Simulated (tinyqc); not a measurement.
Sheet resistance of a shallow doped layer with concentration-dependent mobility and limited activation. Anneal temperature at a frozen profile. Computed by tinyqc, a small Python program. Command: `OMP_NUM_THREADS=1 python tinyqc.py 3017901 3017902 out.jsonl irvin sweep`. One thread of a shared host (Intel(R) Xeon(R) Processor @ 2.30GHz), about 0.03 s of CPU time with the checks.

A layer of one dopant lies in a background of the opposite type. Current flows parallel to the surface down to the junction; depletion is ignored.

Inputs (values chosen for the exercise, modelled on antimony in silicon):
```
quantity,value,unit
surface concentration C_s,7.7e+20,1/cm^3
length l,11,nm
tail abruptness,6.9,nm/decade
background C_B,9.4e+17,1/cm^3
mobility floor mu_min,57.4,cm^2/(V s)
mobility mu_max,1430,cm^2/(V s)
reference density N_r,9.72e+16,1/cm^3
exponent alpha,0.72,-
prefactor of the active limit,4.3e+21,1/cm^3
energy of the active limit,0.564,eV
```

Profile: box with exponential tail.

Constants: k_B = 8.617333262e-05 eV/K; e = 1.602176634e-19 C.

Method:
- C(x) = C_s for x < l and C_s 10^(-(x - l)/abruptness) beyond.
- Temperatures in kelvin are T(C) + 273.15.
- Active limit C_a = prefactor x exp(-energy/(k_B T)); the junction lies where C = C_B, and the profile exceeds C_a down to x_a (zero if C_s is below C_a). Slope at the junction in nm per decade = ln(10) C/|dC/dx|.
- Active density N = min(C, C_a); carriers n = N - C_B; mobility mu = mu_min + (mu_max - mu_min)/(1 + ((N + C_B)/N_r)^alpha).
- Integrals from 0 to x_j, where C = C_B (Gauss-Legendre, 60 points on each smooth piece; 1 nm = 1e-7 cm): dose int C dx, carriers int n dx, mean mobility int n mu dx/int n dx, R_s = 1/(e int n mu dx).

One run for each value:
```
anneal temperature T (C),sheet resistance R_s (ohm/square),carriers per dopant atom,active limit C_a (1/cm^3)
700,4243.4,0.010910,5.1595e+18
800,2597.6,0.021327,9.6557e+18
850,2127.2,0.027952,1.2668e+19
900,1776.1,0.035549,1.6239e+19
950,1505.7,0.044123,2.0399e+19
1000,1292.7,0.053666,2.5169e+19
1050,1121.9,0.064160,3.0566e+19
1150,868.7,0.087880,4.3270e+19
```

Give the missing row, anneal temperature T (C) = 1100.

Computed row:
```
anneal temperature T (C)  sheet resistance R_s (ohm/square)  carriers per dopant atom  active limit C_a (1/cm^3)
1100                                                  983.0                  0.075576                 3.6598e+19
```

Interpolating between the two neighbouring rows (linearly) misses most in sheet resistance R_s (ohm/square), by 1.2 %. Over the rows, sheet resistance R_s (ohm/square) falls from 4240 to 869; carriers per dopant atom rises from 0.0109 to 0.0879; active limit C_a (1/cm^3) rises from 5.16e18 to 4.33e19. A hotter anneal raises the active limit, which stays below C_s in every row. Left out: 650 (the active limit is under five times the background).
